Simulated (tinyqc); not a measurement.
## Resistance of a tapered via with liner, size effect and interface: two fill metals against the diameter

A round via whose diameter grows from db at the bottom as D(z) = db + 2 z/tan(ang). The fill, of diameter D - 2 tl, starts above the bottom liner (thickness fb tl) and has rho = rho0 (1 + ks lam/(D - 2 tl)); the sidewall liner conducts in parallel with it. The bottom liner and the interface are crossed over the full area pi db^2/4. Spreading in the lines above and below is left out.

Slices between z0 = fb tl and hv, evaluated at their midpoints: conductance per length pi/4 [(D - 2 tl)^2/rho + (D^2 - (D - 2 tl)^2)/rl], slice resistance = slice height over that. 2000 slices. R_fill = sum of the slices; R_bottom = rl fb tl/(pi db^2/4); R_interface = ri/(pi db^2/4). The second fill has rho2, lam2 and tl2 in place of rho0, lam and tl.

Parameters, values chosen for the exercise; fill metal close to tungsten: height hv = 160 nm; sidewall angle ang = 88 degrees; bulk resistivity of the fill rho0 = 5.24 uohm cm; mean free path of the fill lam = 15.1 nm; size-effect factor ks = 1; liner on the sidewall tl = 3.6 nm; liner at the bottom over that on the sidewall fb = 0.7; resistivity of the liner rl = 270 uohm cm; interface resistivity at the bottom ri = 1.8e-12 ohm cm^2; ballistic conductance per area, about 3/(4 rho0 lam) Sb = 9.1e14 S/m^2; bulk resistivity of the second fill (close to cobalt) rho2 = 6.34 uohm cm; its mean free path lam2 = 11.6 nm; its liner tl2 = 1.2 nm.

Results:

| db (nm) | R, first fill (ohm) | R, second fill (ohm) | ratio second/first |
|---|---|---|---|
| 12 | 393.34 | 139.81 | 0.35545 |
| 24 | 52.369 | 31.389 | 0.59938 |
| 35 | 21.167 | 14.270 | 0.67418 |
| 49 | 9.8990 | 7.1192 | 0.71919 |
| 70 | 4.5561 | 3.4257 | 0.75189 |
| 100 | 2.1390 | 1.6558 | 0.77411 |

Estimate the missing row, db = 17 nm.

Computed row:

| db (nm) | R, first fill (ohm) | R, second fill (ohm) | ratio second/first |
|---|---|---|---|
| 17 | 131.12 | 65.316 | 0.49813 |

With this row back in the table: The ratio goes from 0.355 to 0.774. The second fill gives the lower R in every row.

Numbers from tinyqc (`OMP_NUM_THREADS=1 python tinyqc.py 2750003 2750004 out.jsonl`; about 0.01 s on one thread of a shared Intel Xeon 2.30GHz).
